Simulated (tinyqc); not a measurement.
Square on-chip spiral inductor, lumped pi model: one step of the calculation.

Outer diameter do = di + 2 n wd + 2 (n - 1) sp, mean da = (do + di)/2, fill p = (do - di)/(do + di), length l = 4 n da. L = 2.34 mu0 n^2 da/(1 + 2.75 p), mu0 = 4 pi 1e-7 H/m. Rs = rho l/(wd delta (1 - exp(-th/delta))), delta = sqrt(rho/(pi f mu0)). Cs = n wd^2 eps0 eo/hu across the coil. At each end Cox = l wd eps0 eo/(2 ho) leads to the substrate branch Rsi = 2 rs he/(l wd) in parallel with Csi = l wd eps0 11.7/(2 he). With one end grounded Y = 1/(Rs + i w L) + i w Cs + 1/[1/(i w Cox) + 1/(1/Rsi + i w Csi)], w = 2 pi f; Q = -Im Y/Re Y. Eddy currents in neighbouring turns and in the substrate are left out.

Question. Admittance, quality factor and apparent inductance. Series branch 1/(Rs + i w L), substrate branch, total Y, Q = -Im Y/Re Y, apparent inductance Im(1/Y)/w, metal-only value w L/Rs, share of the loss in the substrate Re(substrate branch)/Re Y.

Inputs (values chosen for the exercise):
- f = 3.5 GHz (frequency)

L = 3.2223567 nH
Rs = 8.7439997 ohm
Cs = 6.6785874 fF
Cox = 30.192780 fF
Rsi = 3665.6891 ohm
Csi = 28.260442 fF

Give: series branch; substrate branch; Y; Q; apparent inductance; w L/Rs; share of the loss in the substrate.

Answer.

series branch = 1.715-13.900i mS
substrate branch = 0.06965+0.33579i mS
Y = 1.785-13.417i mS
Q = 7.5176
apparent inductance = 3.3302 nH
w L/Rs = 8.1042
share of the loss in the substrate = 3.9022 %

Q is 92.8 % of the metal-only value.

Numbers from tinyqc (`OMP_NUM_THREADS=1 python tinyqc.py 2302161 2302162 out.jsonl`; about 0.01 s on one thread of a shared Intel Xeon 2.30GHz).
